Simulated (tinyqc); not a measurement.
Worked calculation: RKS/PBE in the sto-3g basis, for BeH2, spin multiplicity 1. One step of it, computed by the program tinyqc.

Problem. Iteration 2: building the Kohn-Sham matrix. J_ij = sum D_kl (ij|kl); F = H + J + V_xc; E = tr D H + tr D J / 2 + E_xc + E_nn.

D after iteration 1, order 1Be 1s, 1Be 2s, 1Be 2px, 1Be 2py, 1Be 2pz, 2H 1s, 3H 1s:
```
[[2.020261, -0.026544, 0.000000, 0.000000, 0.000000, -0.224002, -0.224002],
 [-0.026544, 0.251550, 0.000000, 0.000000, 0.000000, 0.364279, 0.364279],
 [0.000000, 0.000000, 0.000000, 0.000000, 0.000000, 0.000000, 0.000000],
 [0.000000, 0.000000, 0.000000, 0.234829, 0.000000, 0.352472, -0.352472],
 [0.000000, 0.000000, 0.000000, 0.000000, 0.000000, 0.000000, 0.000000],
 [-0.224002, 0.364279, 0.000000, 0.352472, 0.000000, 1.073645, 0.015540],
 [-0.224002, 0.364279, 0.000000, -0.352472, 0.000000, 0.015540, 1.073645]]
```

core Hamiltonian H = T + V (hartree), order 1Be 1s, 1Be 2s, 1Be 2px, 1Be 2py, 1Be 2pz, 2H 1s, 3H 1s:
```
[[-8.663471, -2.138925, 0.000000, 0.000000, 0.000000, -0.593853, -0.593853],
 [-2.138925, -2.845101, 0.000000, 0.000000, 0.000000, -1.312540, -1.312540],
 [0.000000, 0.000000, -2.298738, 0.000000, 0.000000, 0.000000, 0.000000],
 [0.000000, 0.000000, 0.000000, -2.534467, 0.000000, -1.343750, 1.343750],
 [0.000000, 0.000000, 0.000000, 0.000000, -2.298738, 0.000000, 0.000000],
 [-0.593853, -1.312540, 0.000000, -1.343750, 0.000000, -2.245179, -0.136847],
 [-0.593853, -1.312540, 0.000000, 1.343750, 0.000000, -0.136847, -2.245179]]
```

Two-electron integrals (ij|kl) in chemists' order, unique and non-zero (hartree):
```
(11|11) 2.298831    (21|11) 0.392036    (21|21) 0.079539    (22|11) 0.570988
(22|21) 0.143041    (22|22) 0.417683    (31|31) 0.014607    (32|31) 0.021888
(32|32) 0.092265    (33|11) 0.569578    (33|21) 0.143083    (33|22) 0.417589
(33|33) 0.449859    (41|41) 0.014607    (42|41) 0.021888    (42|42) 0.092265
(43|43) 0.024249    (44|11) 0.569578    (44|21) 0.143083    (44|22) 0.417589
(44|33) 0.401360    (44|44) 0.449859    (51|51) 0.014607    (52|51) 0.021888
(52|52) 0.092265    (53|53) 0.024249    (54|54) 0.024249    (55|11) 0.569578
(55|21) 0.143083    (55|22) 0.417589    (55|33) 0.401360    (55|44) 0.401360
(55|55) 0.449859    (61|11) 0.106541    (61|21) 0.021593    (61|22) 0.039093
(61|33) 0.038807    (61|41) 0.001944    (61|42) 0.003622    (61|44) 0.039688
(61|55) 0.038807    (61|61) 0.006157    (62|11) 0.229833    (62|21) 0.058265
(62|22) 0.181894    (62|33) 0.175348    (62|41) 0.007669    (62|42) 0.044597
(62|44) 0.194824    (62|55) 0.175348    (62|61) 0.017468    (62|62) 0.112502
(63|31) 0.005701    (63|32) 0.025756    (63|43) 0.007992    (63|63) 0.011191
(64|11) 0.236760    (64|21) 0.060814    (64|22) 0.199268    (64|33) 0.187495
(64|41) 0.012598    (64|42) 0.069886    (64|44) 0.222608    (64|55) 0.187495
(64|61) 0.019179    (64|62) 0.140955    (64|64) 0.183746    (65|51) 0.005701
(65|52) 0.025756    (65|54) 0.007992    (65|65) 0.011191    (66|11) 0.394273
(66|21) 0.101831    (66|22) 0.353583    (66|33) 0.327927    (66|41) 0.016734
(66|42) 0.121749    (66|44) 0.404605    (66|55) 0.327927    (66|61) 0.031551
(66|62) 0.270898    (66|64) 0.362176    (66|66) 0.774606    (71|11) 0.106541
(71|21) 0.021593    (71|22) 0.039093    (71|33) 0.038807    (71|41) -0.001944
(71|42) -0.003622   (71|44) 0.039688    (71|55) 0.038807    (71|61) 0.005607
(71|62) 0.014733    (71|64) 0.014726    (71|66) 0.025294    (71|71) 0.006157
(72|11) 0.229833    (72|21) 0.058265    (72|22) 0.181894    (72|33) 0.175348
(72|41) -0.007669   (72|42) -0.044597   (72|44) 0.194824    (72|55) 0.175348
(72|61) 0.014733    (72|62) 0.061769    (72|64) 0.060876    (72|66) 0.110877
(72|71) 0.017468    (72|72) 0.112502    (73|31) 0.005701    (73|32) 0.025756
(73|43) -0.007992   (73|63) 0.005040    (73|73) 0.011191    (74|11) -0.236760
(74|21) -0.060814   (74|22) -0.199268   (74|33) -0.187495   (74|41) 0.012598
(74|42) 0.069886    (74|44) -0.222608   (74|55) -0.187495   (74|61) -0.014726
(74|62) -0.060876   (74|64) -0.056912   (74|66) -0.106802   (74|71) -0.019179
(74|72) -0.140955   (74|74) 0.183746    (75|51) 0.005701    (75|52) 0.025756
(75|54) -0.007992   (75|65) 0.005040    (75|75) 0.011191    (76|11) 0.023281
(76|21) 0.005751    (76|22) 0.016131    (76|33) 0.015868    (76|44) 0.016648
(76|55) 0.015868    (76|61) 0.001579    (76|62) 0.007212    (76|64) 0.008034
(76|66) 0.014414    (76|71) 0.001579    (76|72) 0.007212    (76|74) -0.008034
(76|76) 0.000635    (77|11) 0.394273    (77|21) 0.101831    (77|22) 0.353583
(77|33) 0.327927    (77|41) -0.016734   (77|42) -0.121749   (77|44) 0.404605
(77|55) 0.327927    (77|61) 0.025294    (77|62) 0.110877    (77|64) 0.106802
(77|66) 0.199039    (77|71) 0.031551    (77|72) 0.270898    (77|74) -0.362176
(77|76) 0.014414    (77|77) 0.774606
```

nuclear repulsion = 3.38450436 hartree

V_xc (hartree), order 1Be 1s, 1Be 2s, 1Be 2px, 1Be 2py, 1Be 2pz, 2H 1s, 3H 1s:
```
[[-1.475247, -0.208599, 0.000000, 0.000000, 0.000000, -0.057781, -0.057781],
 [-0.208599, -0.298201, 0.000000, 0.000000, 0.000000, -0.176144, -0.176144],
 [0.000000, 0.000000, -0.254044, 0.000000, 0.000000, 0.000000, 0.000000],
 [0.000000, 0.000000, 0.000000, -0.379577, 0.000000, -0.223196, 0.223196],
 [0.000000, 0.000000, 0.000000, 0.000000, -0.254044, 0.000000, 0.000000],
 [-0.057781, -0.176144, 0.000000, -0.223196, 0.000000, -0.487810, -0.013788],
 [-0.057781, -0.176144, 0.000000, 0.223196, 0.000000, -0.013788, -0.487810]]
```

E_xc = sum of w rho eps_xc = -3.67047419 hartree

Give: Coulomb J; Kohn-Sham matrix F; total energy of this density.

Solution.

Coulomb J (hartree), order 1Be 1s, 1Be 2s, 1Be 2px, 1Be 2py, 1Be 2pz, 2H 1s, 3H 1s:
```
[[6.3214, 1.2275, 0.0000, 0.0000, 0.0000, 0.3364, 0.3364],
 [1.2275, 2.6198, 0.0000, 0.0000, 0.0000, 1.2177, 1.2177],
 [0.0000, 0.0000, 2.5321, 0.0000, 0.0000, 0.0000, 0.0000],
 [0.0000, 0.0000, 0.0000, 2.7853, 0.0000, 1.3828, -1.3828],
 [0.0000, 0.0000, 0.0000, 0.0000, 2.5321, 0.0000, 0.0000],
 [0.3364, 1.2177, 0.0000, 1.3828, 0.0000, 2.6042, 0.1061],
 [0.3364, 1.2177, 0.0000, -1.3828, 0.0000, 0.1061, 2.6042]]
```

Kohn-Sham matrix F (hartree), order 1Be 1s, 1Be 2s, 1Be 2px, 1Be 2py, 1Be 2pz, 2H 1s, 3H 1s:
```
[[-3.8173, -1.1200, 0.0000, 0.0000, 0.0000, -0.3152, -0.3152],
 [-1.1200, -0.5235, 0.0000, 0.0000, 0.0000, -0.2710, -0.2710],
 [0.0000, 0.0000, -0.0207, 0.0000, 0.0000, 0.0000, 0.0000],
 [0.0000, 0.0000, 0.0000, -0.1288, 0.0000, -0.1842, 0.1842],
 [0.0000, 0.0000, 0.0000, 0.0000, -0.0207, 0.0000, 0.0000],
 [-0.3152, -0.2710, 0.0000, -0.1842, 0.0000, -0.1288, -0.0445],
 [-0.3152, -0.2710, 0.0000, 0.1842, 0.0000, -0.0445, -0.1288]]
```

total energy of this density = -15.567836 hartree
